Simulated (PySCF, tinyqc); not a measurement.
FCI on RHF in the sto-3g basis, for H4, spin multiplicity 1, step by step. The lowest restricted solution is unstable here: a spin-polarised one lies 0.0799 hartree lower (PySCF). Computed by tinyqc, a small Python program that keeps every step (integrals from PySCF). Settings: charge = 0, multiplicity = 1, basis = sto-3g, method = RHF, energy threshold = 1e-10, iteration cap = 72, orthogonalisation = symmetric, start = atomic densities, DIIS depth = 6, ci = FCI, davidson = 1. Command: `OMP_NUM_THREADS=1 python tinyqc.py 27579 27580 out.jsonl` (the two numbers bound the seeds that draw the settings). One thread of a shared host (Intel(R) Xeon(R) Processor @ 2.60GHz), about 0.2 s of CPU time with the checks. The early iterations of the SCF are left out here.

## One-electron integrals

Geometry (angstrom):
```
atom         x         y         z
H     0.000000  0.000000  0.000000
H     0.000000  0.000000  1.361000
H     0.000000  0.000000  2.449000
H     0.000000  0.000000  3.810000
```

Basis sto-3g: exponents (1/bohr^2) and contraction coefficients of normalised primitives:
```
element  l (shell)  exponent  coefficient
H            s (1)  3.425251     0.154329
H            s (1)  0.623914     0.535328
H            s (1)  0.168855     0.444635
```

Overlap, kinetic and nuclear-attraction integrals over the contracted functions; the nuclear repulsion is the sum of Za Zb / Rab.

nuclear repulsion = 1.83505555 hartree

overlap S:
```
          1H 1s     2H 1s     3H 1s     4H 1s
1H 1s  1.000000  0.312071  0.054456  0.002853
2H 1s  0.312071  1.000000  0.446192  0.054456
3H 1s  0.054456  0.446192  1.000000  0.312071
4H 1s  0.002853  0.054456  0.312071  1.000000
```

kinetic energy T (hartree):
```
           1H 1s      2H 1s      3H 1s      4H 1s
1H 1s   0.760032   0.024680  -0.010944  -0.001742
2H 1s   0.024680   0.760032   0.081842  -0.010944
3H 1s  -0.010944   0.081842   0.760032   0.024680
4H 1s  -0.001742  -0.010944   0.024680   0.760032
```

nuclear attraction V (hartree):
```
           1H 1s      2H 1s      3H 1s      4H 1s
1H 1s  -1.967568  -0.576008  -0.099058  -0.004991
2H 1s  -0.576008  -2.304480  -0.937009  -0.099058
3H 1s  -0.099058  -0.937009  -2.304480  -0.576008
4H 1s  -0.004991  -0.099058  -0.576008  -1.967568
```

core Hamiltonian H = T + V (hartree):
```
           1H 1s      2H 1s      3H 1s      4H 1s
1H 1s  -1.207536  -0.551327  -0.110002  -0.006733
2H 1s  -0.551327  -1.544449  -0.855167  -0.110002
3H 1s  -0.110002  -0.855167  -1.544449  -0.551327
4H 1s  -0.006733  -0.110002  -0.551327  -1.207536
```

## Two-electron integrals

Functions are numbered as in S; the eight-fold symmetry (ij|kl) = (ji|kl) = (kl|ij) leaves the list below.

Two-electron integrals (ij|kl) in chemists' order, unique and non-zero (hartree):
```
(11|11) 0.774606   (21|11) 0.174214   (21|21) 0.057062   (22|11) 0.376638
(22|21) 0.174214   (22|22) 0.774606   (31|11) 0.022686   (31|21) 0.008435
(31|22) 0.030608   (31|31) 0.001438   (32|11) 0.124942   (32|21) 0.057224
(32|22) 0.270549   (32|31) 0.011920   (32|32) 0.124707   (33|11) 0.215952
(33|21) 0.094606   (33|22) 0.450330   (33|31) 0.022686   (33|32) 0.270549
(33|33) 0.774606   (41|11) 0.000814   (41|21) 0.000343   (41|22) 0.001441
(41|31) 0.000067   (41|32) 0.000654   (41|33) 0.001441   (41|41) 3.67e-06
(42|11) 0.011516   (42|21) 0.004974   (42|22) 0.022686   (42|31) 0.001091
(42|32) 0.011920   (42|33) 0.030608   (42|41) 0.000067   (42|42) 0.001438
(43|11) 0.053258   (43|21) 0.021662   (43|22) 0.094606   (43|31) 0.004974
(43|32) 0.057224   (43|33) 0.174214   (43|41) 0.000343   (43|42) 0.008435
(43|43) 0.057062   (44|11) 0.138891   (44|21) 0.053258   (44|22) 0.215952
(44|31) 0.011516   (44|32) 0.124942   (44|33) 0.376638   (44|41) 0.000814
(44|42) 0.022686   (44|43) 0.174214   (44|44) 0.774606
```

## Orthogonalisation

S = U s U^T; symmetric (Loewdin) form X = U s^(-1/2) U^T, so that X^T S X = 1.

eigenvalues of S: 0.435620  0.796177  1.115334  1.652869

X:
```
           1H 1s      2H 1s      3H 1s      4H 1s
1H 1s   1.041841  -0.181033   0.034330  -0.003848
2H 1s  -0.181033   1.138430  -0.277884   0.034330
3H 1s   0.034330  -0.277884   1.138430  -0.181033
4H 1s  -0.003848   0.034330  -0.181033   1.041841
```

## Iteration 10 (converged): orbitals

converged F (hartree):
```
           1H 1s      2H 1s      3H 1s      4H 1s
1H 1s  -0.157345  -0.331437  -0.087141   0.025971
2H 1s  -0.331437  -0.257275  -0.369950  -0.087141
3H 1s  -0.087141  -0.369950  -0.257275  -0.331437
4H 1s   0.025971  -0.087141  -0.331437  -0.157345
```

Diagonalise F' = X^T F X, C = X C', fill 2 alpha and 2 beta electrons from the bottom; D = 2 C_occ C_occ^T. Each column has its largest component positive (the first on a tie).

F' = X^T F X (hartree):
```
           1          2          3          4
1  -0.056379  -0.324967   0.041257   0.028813
2  -0.324967   0.002462  -0.364087   0.041257
3   0.041257  -0.364087   0.002462  -0.324967
4   0.028813   0.041257  -0.324967  -0.056379
```

orbital energies (hartree): MO1 -0.523822, MO2 -0.289597, MO3 0.134631, MO4 0.570955

coefficients C:
```
            MO1        MO2        MO3        MO4
1H 1s  0.274226   0.571434   0.688677  -0.493341
2H 1s  0.476777   0.355119  -0.392064   0.948711
3H 1s  0.476777  -0.355119  -0.392064  -0.948711
4H 1s  0.274226  -0.571434   0.688677   0.493341
```

D after iteration 10:
```
           1H 1s      2H 1s      3H 1s      4H 1s
1H 1s   0.803474   0.667343  -0.144366  -0.502675
2H 1s   0.667343   0.706851   0.202413  -0.144366
3H 1s  -0.144366   0.202413   0.706851   0.667343
4H 1s  -0.502675  -0.144366   0.667343   0.803474
```

## Convergence

Stop when the energy changes by less than 1e-10 hartree and every element of the error matrix X^T (F D S - S D F) X is below 3e-06.

Course of the cycle:
```
iteration  E (hartree)     change  largest element of the error matrix
1          -1.36201973          -                             2.66e-02
2          -1.90988405  -5.48e-01                             4.23e-02
3          -1.91129639  -1.41e-03                             3.50e-02
4          -1.91369931  -2.40e-03                             1.28e-02
5          -1.91408326  -3.84e-04                             3.41e-04
6          -1.91408355  -2.95e-07                             3.12e-05
7          -1.91408355  -1.96e-09                             1.30e-05
8          -1.91408355   1.30e-10                             1.29e-05
9          -1.91408356  -3.75e-10                             4.57e-07
10         -1.91408356  -4.86e-13                             8.15e-08
```

PySCF RHF in the same basis = -1.91408356 hartree

Converged in 10 iterations.

## Integrals over molecular orbitals

(pq|rs) = sum C_ip C_jq C_kr C_ls (ij|kl), one index at a time.

one-electron integrals over orbitals h = C^T H C (hartree):
```
           1          2          3          4
1  -1.619428   0.000000   0.146385   0.000000
2   0.000000  -1.316291   0.000000  -0.111276
3   0.146385   0.000000  -1.175256   0.000000
4   0.000000  -0.111276   0.000000  -0.999068
```

Two-electron integrals over orbitals (pq|rs), unique and non-zero (hartree):
```
(11|11) 0.477358    (21|21) 0.127610    (22|11) 0.372928    (22|22) 0.408446
(31|11) -0.093994   (31|22) 0.025515    (31|31) 0.102808    (32|21) 0.103421
(32|32) 0.171134    (33|11) 0.383434    (33|22) 0.408481    (33|31) 0.016218
(33|33) 0.421386    (41|21) 0.051299    (41|32) -0.047806   (41|41) 0.114528
(42|11) 0.091009    (42|22) -0.019444   (42|31) -0.095889   (42|33) -0.021532
(42|42) 0.100794    (43|21) -0.126364   (43|32) -0.107451   (43|41) -0.050706
(43|43) 0.136153    (44|11) 0.496838    (44|22) 0.395834    (44|31) -0.095294
(44|33) 0.407049    (44|42) 0.098210    (44|44) 0.540899
```

## FCI: determinants and Hamiltonian

Hartree-Fock energy = -1.91408356 hartree

Slater-Condon rules over spin orbitals, with the nuclear repulsion added and E(HF) subtracted on the diagonal. Only determinants linked to the reference directly or through others are kept (one block of an abelian symmetry group), so some states are absent.

Occupation strings over the orbitals (2 doubly, a alpha, b beta, 0 empty; spin orbitals ordered 1a 1b 2a 2b ...): 2200 2a0b a2b0 2b0a b2a0 aabb 2020 abab 2002 abba baab 0220 baba 0202 bbaa a0b2 0a2b b0a2 0b2a 0022

H - E(HF) between determinants (hartree):
```
           2200       2a0b       a2b0       2b0a       b2a0       aabb       2020       abab
2200   0.000000   0.000000   0.000000   0.000000   0.000000   0.048084   0.171134   0.047806
2a0b   0.000000   0.565513   0.030475  -0.100794   0.095889  -0.033318  -0.107451   0.103421
a2b0   0.000000   0.030475   0.377828   0.095889  -0.102808  -0.046208  -0.103421   0.107451
2b0a   0.000000  -0.100794   0.095889   0.565513   0.030475   0.000000   0.107451  -0.050706
b2a0   0.000000   0.095889  -0.102808   0.030475   0.377828   0.000000   0.103421  -0.051299
aabb   0.048084  -0.033318  -0.046208   0.000000   0.000000   0.839897  -0.047806  -0.171134
2020   0.171134  -0.107451  -0.103421   0.107451   0.103421  -0.047806   0.386634  -0.078558
abab   0.047806   0.103421   0.107451  -0.050706  -0.051299  -0.171134  -0.078558   0.900058
2002   0.100794   0.117654   0.000000  -0.117654   0.000000   0.095889   0.136153  -0.126364
abba  -0.095889   0.000000  -0.112542   0.120809   0.000000  -0.100794   0.126364  -0.136153
baab  -0.095889  -0.120809   0.000000   0.000000   0.112542  -0.102808   0.126364  -0.127610
0220   0.102808   0.000000   0.110212   0.000000  -0.110212   0.095889   0.127610  -0.126364
baba   0.047806   0.050706   0.051299  -0.103421  -0.107451  -0.114528  -0.078558   0.000000
0202   0.114528  -0.051299  -0.050706   0.051299   0.050706  -0.047806   0.000000  -0.078558
bbaa   0.048084   0.000000   0.000000   0.033318   0.046208   0.000000  -0.047806  -0.114528
a0b2   0.000000  -0.095889   0.100794   0.048084   0.000000  -0.005112   0.050706  -0.107451
0a2b   0.000000   0.102808  -0.095889   0.000000   0.048084   0.010597   0.051299  -0.103421
b0a2   0.000000   0.048084   0.000000  -0.095889   0.100794   0.000000  -0.050706   0.051299
0b2a   0.000000   0.000000   0.048084   0.102808  -0.095889   0.000000  -0.051299   0.050706
0022   0.000000   0.000000   0.000000   0.000000   0.000000   0.048084   0.114528   0.047806

           2002       abba       baab       0220       baba       0202       bbaa       a0b2
2200   0.100794  -0.095889  -0.095889   0.102808   0.047806   0.114528   0.048084   0.000000
2a0b   0.117654   0.000000  -0.120809   0.000000   0.050706  -0.051299   0.000000  -0.095889
a2b0   0.000000  -0.112542   0.000000   0.110212   0.051299  -0.050706   0.000000   0.100794
2b0a  -0.117654   0.120809   0.000000   0.000000  -0.103421   0.051299   0.033318   0.048084
b2a0   0.000000   0.000000   0.112542  -0.110212  -0.107451   0.050706   0.046208   0.000000
aabb   0.095889  -0.100794  -0.102808   0.095889  -0.114528  -0.047806   0.000000  -0.005112
2020   0.136153   0.126364   0.126364   0.127610  -0.078558   0.000000  -0.047806   0.050706
abab  -0.126364  -0.136153  -0.127610  -0.126364   0.000000  -0.078558  -0.114528  -0.107451
2002   1.288703   0.030475   0.030475   0.000000  -0.126364   0.127610   0.095889  -0.087490
abba   0.030475   0.817998   0.000000   0.030475  -0.127610   0.126364  -0.102808   0.163862
baab   0.030475   0.000000   0.817998   0.030475  -0.136153   0.126364  -0.100794   0.000000
0220   0.000000   0.030475   0.030475   0.887533  -0.126364   0.136153   0.095889   0.000000
baba  -0.126364  -0.127610  -0.136153  -0.126364   0.900058  -0.078558  -0.171134  -0.051299
0202   0.127610   0.126364   0.126364   0.136153  -0.078558   1.449514  -0.047806   0.103421
bbaa   0.095889  -0.102808  -0.100794   0.095889  -0.171134  -0.047806   0.839897   0.000000
a0b2  -0.087490   0.163862   0.000000   0.000000  -0.051299   0.103421   0.000000   1.437745
0a2b   0.000000   0.000000   0.143530  -0.066333  -0.050706   0.107451   0.000000   0.030475
b0a2   0.087490   0.000000  -0.163862   0.000000   0.107451  -0.103421   0.005112  -0.102808
0b2a   0.000000  -0.143530   0.000000   0.066333   0.103421  -0.107451  -0.010597   0.095889
0022   0.102808  -0.095889  -0.095889   0.100794   0.047806   0.171134   0.048084   0.022721

           0a2b       b0a2       0b2a       0022
2200   0.000000   0.000000   0.000000   0.000000
2a0b   0.102808   0.048084   0.000000   0.000000
a2b0  -0.095889   0.000000   0.048084   0.000000
2b0a   0.000000  -0.095889   0.102808   0.000000
b2a0   0.048084   0.100794  -0.095889   0.000000
aabb   0.010597   0.000000   0.000000   0.048084
2020   0.051299  -0.050706  -0.051299   0.114528
abab  -0.103421   0.051299   0.050706   0.047806
2002   0.000000   0.087490   0.000000   0.102808
abba   0.000000   0.000000  -0.143530  -0.095889
baab   0.143530  -0.163862   0.000000  -0.095889
0220  -0.066333   0.000000   0.066333   0.100794
baba  -0.050706   0.107451   0.103421   0.047806
0202   0.107451  -0.103421  -0.107451   0.171134
bbaa   0.000000   0.005112  -0.010597   0.048084
a0b2   0.030475  -0.102808   0.095889   0.022721
0a2b   1.224260   0.095889  -0.100794   0.051320
b0a2   0.095889   1.437745   0.030475  -0.022721
0b2a  -0.100794   0.030475   1.224260  -0.051320
0022   0.051320  -0.022721  -0.051320   1.718665
```

## FCI: roots

Diagonalise (each vector has its largest component positive (the first on a tie)); all determinants have Ms = 0, so triplets appear too. The lowest singlet root is the correlation energy.

lowest roots of this matrix, relative to E(HF) (hartree): -0.138000  0.115983  0.133570  0.350634  0.480998  0.485539  0.577905  0.790306

lowest vectors:
```
         root 1     root 2     root 3    root 4
2200   0.879376   0.259800   0.000000  0.000000
2a0b  -0.031738   0.248296  -0.333103  0.000000
a2b0  -0.038362   0.390145   0.573271  0.000000
2b0a   0.031738  -0.248296  -0.333103  0.000000
b2a0   0.038362  -0.390145   0.573271  0.000000
aabb  -0.060469   0.088110   0.017694  0.408248
2020  -0.401670   0.527434   0.000000  0.000000
abab  -0.063189  -0.140895  -0.015821  0.408248
2002  -0.022483  -0.198747   0.000000  0.000000
abba   0.123658   0.052786   0.198266  0.408248
baab   0.123658   0.052786  -0.198266  0.408248
0220  -0.034325  -0.327897   0.000000  0.000000
baba  -0.063189  -0.140895   0.015821  0.408248
0202  -0.098213   0.076264   0.000000  0.000000
bbaa  -0.060469   0.088110  -0.017694  0.408248
a0b2  -0.002487  -0.062823  -0.099866  0.000000
0a2b  -0.002240  -0.050282   0.102744  0.000000
b0a2   0.002487   0.062823  -0.099866  0.000000
0b2a   0.002240   0.050282   0.102744  0.000000
0022   0.056281   0.001973   0.000000  0.000000
```

<S^2> of these roots: 0.000000  0.000000  2.000000  6.000000  0.000000  2.000000  0.000000  2.000000

weight of the ground state by excitation level 0, 1, 2, ...: 0.773303  0.004958  0.218550  0.000022  0.003168

The reference has a weight of only 0.77: one determinant is a poor start here.

## The lowest root by the Davidson method

Start from the reference; add the residual divided by (theta - H_ii), orthogonalised, at each step.

Davidson iterations:
```
iteration  subspace  lowest Ritz value (hartree)  residual norm
1                 1                            0       3.01e-01
2                 2                  -0.12179104       1.44e-01
3                 3                  -0.13531641       5.68e-02
4                 4                  -0.13748649       1.52e-02
5                 5                  -0.13790513       9.37e-03
6                 6                  -0.13799893       1.29e-03
7                 7                  -0.13800005       3.43e-04
8                 8                  -0.13800020       1.38e-04
9                 9                  -0.13800023       3.21e-05
10               10                  -0.13800023       1.06e-06
11               11                  -0.13800023       8.76e-08
```
